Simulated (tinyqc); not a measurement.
Saturation velocity and mobility from two gate lengths.

Problem. Isat = Cox vsat Vg (x - 1)/(x + 1) per width, x = sqrt(1 + 2 mu Vg/(m vsat L)), with no series resistance and the same overdrive Vg and mu at both lengths. Find vsat and mu.

Parameters, values chosen for the exercise:
```
symbol,value,unit,meaning
Cox,2.27,uF/cm^2,gate capacitance
m,1.17,,body factor
```

Vg = 1.17 V
Isat at L = 0.18 and 0.54 um (uA/um): [648.70759, 342.54208]

Solution. The ratio of the currents depends on c = 2 mu Vg/(m vsat) alone and falls steadily from L2/L1 to 1 as c grows, so it fixes c; either current then gives vsat.

vsat = 6.900e6 cm/s
mu = 210.7 cm^2/(V s)

tinyqc, about 0.01 s, one thread, Intel Xeon 2.30GHz (shared host): `OMP_NUM_THREADS=1 python tinyqc.py 2500138 2500139 out.jsonl`
